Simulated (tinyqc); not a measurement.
# Stacked nanosheet transistor, parasitic resistance, capacitance and delay: effect of the spacer length

Ns sheets share one contact on top; each has perimeter p = 2 (Ws + ts) and cross-section A = Ws ts; contact width Wc = Ws + 10 nm, stack height Hs = Ns pv. Sheet 1 is the top one. Contact length Lc = CPP - Lg - 2 Lsp, shared by two neighbouring gates. Source and drain sides are equal. The formulas are first-order estimates, not field solutions.

Epitaxy sheet resistance Rsh = re/te, transfer length LT = sqrt(rc/Rsh), contact Rc = [sqrt(rc Rsh)/Wc] coth(Lc/(2 LT)); extension of one sheet Rx = rx Lsp/A. With N sheets: gate Cg = Cinv p N Lg; per side, plate Cp = ks eps0 [Wc (Hs + Hc) - N A]/Lsp, top fringe Cf = (2/pi) ks eps0 Wc ln(1 + Lg/(2 Lsp)), overlap Co = Cinv p N Lov. One sheet: I = p Q vx u/(1 + |u|^1.8)^(1/1.8), Q = Cinv n Vt ln(1 + exp((Vg' - VT + dl Vd')/(n Vt))), u = Vd' mu/(vx Lg), Vg' = Vgs - v, Vd' = Vds - 2 v, with the drop on each side v_j = Rc sum I + rv (sum over levels k = 2..j of the current of sheets k..Ns) + Rx I_j. Ieff = [I(Vgs = Vdd, Vds = Vdd/2) + I(Vdd/2, Vdd)]/2, total currents. With Cs = Cp + Cf + Co, the load of an inverter of two such devices driving an equal one is CL = 2 (Cg + 2 Cs) + 4 Cs + Cw (own drains counted twice for the Miller effect); delay CL Vdd/(2 Ieff).

Parameters, values chosen for the exercise; values close to those of silicon logic devices:

| symbol | value | unit | meaning |
|---|---|---|---|
| T | 300 | K | temperature |
| Ns | 4 |  | number of sheets |
| Ws | 15 | nm | sheet width |
| ts | 7 | nm | sheet thickness |
| pv | 16 | nm | vertical pitch of the sheets |
| rv | 73 | ohm | vertical resistance between sheet levels |
| CPP | 60 | nm | contacted gate pitch |
| Lg | 18 | nm | gate length |
| ks | 3.3 |  | relative permittivity of the spacer |
| Hc | 30 | nm | gate height above the channel stack |
| rc | 3.1e-9 | ohm cm^2 | contact resistivity |
| re | 0.00021 | ohm cm | resistivity of the source-drain epitaxy |
| te | 30 | nm | current-carrying depth of the epitaxy |
| rx | 0.0012 | ohm cm | resistivity of the extension |
| Lov | 1.5 | nm | gate overlap |
| Cinv | 3 | uF/cm^2 | inversion capacitance |
| vx | 1.1e7 | cm/s | injection velocity |
| mu | 120 | cm^2/(V s) | apparent mobility |
| VT | 0.3 | V | threshold at zero drain voltage |
| dl | 0.03 | V/V | barrier lowering |
| n | 1.17 |  | subthreshold factor |
| Cw | 0.39 | fF | wire load |
| Vdd | 0.7 | V | supply voltage |

Constants: q = 1.602176634e-19 C, kB = 1.380649e-23 J/K, eps0 = 8.8541878128e-12 F/m, Vt = kB T/q. Results are converted to the units shown.

Result of one run:
```
Lsp (nm)  Rc (ohm)  Rx/N (ohm)  Ieff (uA)  CL (aF)  delay (ps)
6            840.6       171.4      64.32    722.0       3.929
```

What becomes of these results when the spacer length Lsp is changed from 6 to 5 nm, all else the same?

Result of the changed run:
```
Lsp (nm)  Rc (ohm)  Rx/N (ohm)  Ieff (uA)  CL (aF)  delay (ps)
5            789.9       142.9      66.95    737.5       3.856
```

The whole series:
```
Lsp (nm)  Rc (ohm)  Rx/N (ohm)  Ieff (uA)  CL (aF)  delay (ps)
2            670.3       57.14      74.77    875.4       4.098
3            705.6       85.71      72.16    799.0       3.875
4            745.2       114.3      69.56    760.6       3.827
5            789.9       142.9      66.95    737.5       3.856
6            840.6       171.4      64.32    722.0       3.929
8            965.9       228.6      58.95    702.6       4.172
10            1138       285.7      53.33    690.9       4.535
12            1386       342.9      47.29    683.1       5.056
```

As Lsp goes from 2 to 12 nm, Ieff falls from 74.8 to 47.3 uA, CL falls from 875 to 683 aF and the delay goes from 4.10 through a minimum of 3.83 (at Lsp = 4 nm among the rows listed) to 5.06 ps. A thin spacer costs capacitance, a thick one resistance and contact length, hence the minimum. For Lsp = 2 to 3 nm the spacer is under 3.5 nm, where leakage and breakdown between gate and contact would forbid it.

tinyqc, about 0.1 s, one thread, Intel Xeon 2.30GHz (shared host): `OMP_NUM_THREADS=1 python tinyqc.py 2170155 2170156 out.jsonl`
